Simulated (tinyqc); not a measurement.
Conductance against temperature: thermal boundary conductance by the acoustic and diffuse mismatch models. Computed by tinyqc, a small Python program. Command: `OMP_NUM_THREADS=1 python tinyqc.py 3008652 3008653 out.jsonl kapitza walk`. One thread of a shared host (Intel(R) Xeon(R) Processor @ 2.30GHz), about 0.01 s of CPU time with the checks.

Each side has one longitudinal and two transverse Debye branches, omega = v q up to q_D = (6 pi^2 n)^(1/3), with n counting all atoms. Scattering at the interface is elastic. Electrons are left out of G, also for metals. Melting is ignored. G refers to the temperatures of the phonons sent towards the interface. Linear branches over all atoms overstate G at high T, most for crystals with several atoms a cell.

Inputs (values chosen for the exercise, modelled on silicon (side 1) and aluminium nitride (side 2)): density rho_1 = 2.36 g/cm^3; longitudinal velocity vL_1 = 8740 m/s; transverse velocity vT_1 = 5190 m/s; atom density n_1 = 48.6 1/nm^3; density rho_2 = 3.25 g/cm^3; longitudinal velocity vL_2 = 10900 m/s; transverse velocity vT_2 = 6330 m/s; atom density n_2 = 96.7 1/nm^3.

Structure: film on a substrate.

Constants: hbar = 1.054571817e-34 J s; k_B = 1.380649e-23 J/K.

Method:
- omega_c = v q_D for each branch, given as hbar omega_c/k_B; impedance Z = rho v.
- No mode conversion. t(theta) = 4 Z_1 Z_2 cos(theta_1) cos(theta_2)/N^2, with N = Z_2 cos(theta_1) + Z_1 cos(theta_2) for L (the form for pressure waves) and N = Z_1 cos(theta_1) + Z_2 cos(theta_2) for both T branches (the form for shear waves polarised along the interface); sin(theta_2) = (v_2/v_1) sin(theta_1), and t = 0 beyond the critical angle arcsin(v_1/v_2); the mean over the incoming flux is alpha = 2 int t sin(theta_1) cos(theta_1) d theta_1 (64 Gauss-Legendre points).
- G = (k_B^4 T^3/(8 pi^2 hbar^3)) int W(x) x^4 e^x/(e^x - 1)^2 dx, x = hbar omega/(k_B T). Acoustic mismatch: W = sum over the three branches of alpha(1 to 2)/v_1^2, each up to the lower of its two cut-offs. Diffuse mismatch: W = S_1 S_2/(S_1 + S_2), where S_i sums 1/v^2 over the branches of side i still below their cut-off. Radiation limit: W = min(S_1, S_2). The integral is split at the four cut-offs (64 Gauss-Legendre points a piece, x at most 45).

Branches:
```
branch     v (m/s)  cut-off (K)  Z (1e6 kg/(m^2 s))
L, side 1     8740       949.58             20.6264
T, side 1     5190       563.88             12.2484
L, side 2    10900      1489.52             35.4250
T, side 2     6330       865.01             20.5725
```

Transmission:
```
branch  t at normal incidence  largest angle from side 1 (deg)  alpha, 1 to 2  alpha, 2 to 1
L                    0.930294                          53.3057       0.540286       0.840338
T                    0.935676                          55.0753       0.643401       0.957094
```

G (MW/(m^2 K)):
```
T (K)  acoustic mismatch  diffuse mismatch  radiation limit
2              0.0044721         0.0028518        0.0047563
5               0.069877          0.044559         0.074318
10               0.55901           0.35647          0.59454
20                4.4721            2.8518           4.7563
40                35.729            22.790           38.005
80                247.07            162.09           266.88
150               793.23            579.17           910.53
300               1448.2            1166.4           1763.6
600               1773.5            1478.8           2207.3
1000              1860.2            1563.4           2327.0
```

All three follow T^3 at the cold end (exponent 3.00 for the diffuse model) and flatten at high T (exponent 0.11 at the hot end); the lowest cut-off is 564 K. The ratio of diffuse to acoustic goes from 0.64 to 0.84. The plateau is set by the frequencies that both sides share.

Extremes, crossings and ranges named in words are read from the listed rows.
